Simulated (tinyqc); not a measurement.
# One-dimensional ballistic tunnel FET, two-band WKB: effect of temperature

A p-type source for x < 0 with its Fermi level at 0 and its valence edge at ds; in the channel the bands fall as D exp(-x/lam) towards their flat values, with the conduction edge at Ec = ds - dP and D = dP + Eg. The gate moves dP one to one. The drain Fermi level lies at -Vd and the drain side reflects nothing. For w = E - Ec between 0 and dP an electron crosses the gap. Two-band dispersion with equal masses m: inside the gap kappa = sqrt(m u (1 - u/Eg)/C), u the distance from a band edge, C = hbar^2/(2 m0).

S(w) = 2 lam int_0^Eg kappa(u) du/(w + Eg - u) = 2 pi lam sqrt(m/(C Eg)) [w + Eg/2 - sqrt(w (w + Eg))], T(w) = exp(-S). I = g (2 q^2/h) int_0^dP T(w) [f(E) - f(E + Vd)] dw, E = ds - dP + w, f(x) = 1/(1 + exp(x/Vt)). Swing = d(dP)/d(log10 I).

Parameters, values chosen for the exercise; band and dielectric values close to those of In0.53Ga0.47As:
```
symbol,value,unit,meaning
Eg,0.747,eV,band gap
m,0.045,m0,band-edge mass of the two-band model
lam,3.2,nm,screening length of the source junction
ds,0.13,eV,source valence edge above the source Fermi level
Vd,0.1,V,drain bias
g,2,,number of degenerate subbands (spin apart)
dP,0.43,eV,tunnelling window Ev(source) - Ec(channel)
```

Constants: q = 1.602176634e-19 C, kB = 1.380649e-23 J/K, hbar = 1.054571817e-34 J s, h = 6.62607015e-34 J s, m0 = 9.1093837015e-31 kg, Vt = kB T/q, hbar^2/(2 m0) = 0.0380998212 eV nm^2. Results are converted to the units shown.

Results:
```
T (K)  I (uA)  swing (mV/decade)  Vt ln 10 (mV/decade)
77     0.6735              370.1                 15.28
200    0.6766              373.6                 39.68
250    0.6780              375.8                 49.61
300    0.6788              378.2                 59.53
350    0.6782              380.7                 69.45
400    0.6758              383.0                 79.37
```

Estimate the missing row, T = 150 K.

Computed row:
```
T (K)  I (uA)  swing (mV/decade)  Vt ln 10 (mV/decade)
150    0.6751              371.8                 29.76
```

With this row back in the table: I goes from 0.674 through a maximum of 0.679 (at T = 300 K among the rows listed) to 0.676 uA, and the swing rises from 370 to 383 mV/decade, while the thermionic limit rises from 15.3 to 79.4 mV/decade. Gap and mass are held fixed.

Program tinyqc, `OMP_NUM_THREADS=1 python tinyqc.py 2620055 2620056 out.jsonl`; Intel Xeon 2.30GHz, shared host, one thread, about 0.01 s.
